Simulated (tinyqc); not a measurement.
Inside a calculation: two-band k.p model of the Delta valleys near the X point under shear strain. Values are carried at full precision from step to step, so a last printed digit may differ when a step is redone from the rounded ones.

Constants: hbar^2/2m0 = 3.80998211 eV angstrom^2.

Parameters, chosen for this exercise (near those of Si; shifted at random, so the results belong to these values and not to a real crystal): a = 5.443 angstrom (lattice constant); ml = 0.936 m0 (longitudinal mass); mt = 0.193 m0 (transverse mass); kx0 = 0.143 2 pi/a (distance of the minimum from X); D = 14.7 eV (shear deformation potential); Mp = 0.231 m0 (coupling mass); exy = 0.0011 (shear strain); k = (-0.076, 0.021, 0.079) 1/angstrom (wave vector from X).

## Scales

k0 = kx0 2 pi/a; Delta = 2 c k0^2/ml with c = hbar^2/2m0, half the splitting of the two bands at k0; eta = D exy/Delta measures the shear coupling against it.

k0 = 0.16507 1/angstrom
Delta = 0.22184 eV
eta = 0.0729
splitting of the two bands at X, 2 |D exy| = 0.0323 eV

## The Hamiltonian at one k

Valley pair on the [001] axis, kz counted from the X point, c = hbar^2/2m0, k0 = kx0 2 pi/a. H = (c kz^2/ml + c (kx^2 + ky^2)/mt + c k0^2/ml) 1 + (2 c k0 kz/ml) sigma_z + (D exy - 2 c kx ky/Mp) sigma_x, so E = c kz^2/ml + c (kx^2 + ky^2)/mt + c k0^2/ml -/+ sqrt((2 c k0 kz/ml)^2 + (D exy - 2 c kx ky/Mp)^2). Without strain the lower band has its minima, E = 0, at kz = +/- k0. Shifts from diagonal strain are left out.

Fill in the 2 x 2 matrix (sigma_z diagonal) and give its levels.

H(k) (eV):
$$\begin{pmatrix}
0.3652 & 0.0688 \\
0.0688 & 0.1529
\end{pmatrix}$$

levels (eV): [0.1325, 0.3856]

## Position, depth and masses of the minimum

For |eta| < 1: k_min = k0 sqrt(1 - eta^2), E_min = -Delta eta^2/2, ml(eta) = ml/(1 - eta^2), 1/m[110] = 1/mt + eta/Mp, 1/m[1-10] = 1/mt - eta/Mp. For |eta| > 1 the minimum sits at X: E_min = -Delta (2 |eta| - 1)/2, ml(eta) = ml/(1 - 1/|eta|), and eta is replaced by its sign in the transverse masses.

k_min = 0.1646 1/angstrom
E_min = -0.59 meV
ml(eta) = 0.941 m0

masses along [110] and [1-10] (m0): [0.1819, 0.2055]

The minimum has moved 0.3 % of the way to X; electrons are lighter along [110] (-5.7 % against mt) and heavier across (+6.5 %).

## The two bands along kz

kx = ky = 0, kz from 0 to 1.6 k0 in steps of 0.2 k0, with and without the strain.

Levels (eV):
```
kz/k0  kz (1/angstrom)    lower   upper  lower, no strain  upper, no strain
0.0             0.0000   0.0947  0.1271            0.1109            0.1109
0.2             0.0330   0.0681  0.1626            0.0710            0.1597
0.4             0.0660   0.0385  0.2189            0.0399            0.2174
0.6             0.0990   0.0168  0.2849            0.0177            0.2840
0.8             0.1321   0.0037  0.3601            0.0044            0.3594
1.0             0.1651  -0.0006  0.4443            0.0000            0.4437
1.2             0.1981   0.0039  0.5373            0.0044            0.5368
1.4             0.2311   0.0173  0.6393            0.0177            0.6389
1.6             0.2641   0.0396  0.7502            0.0399            0.7498
```

## Checks

- Depth of the minimum by numerical search against the closed form (eV): both -0.000589.
- Mass along [110] by finite differences against the closed form: both 0.1819.

(tinyqc, `OMP_NUM_THREADS=1 python tinyqc.py 1050083 1050084 out.jsonl`, Intel(R) Xeon(R) Processor @ 2.30GHz, 1 thread, shared host, about 0.01 s.)
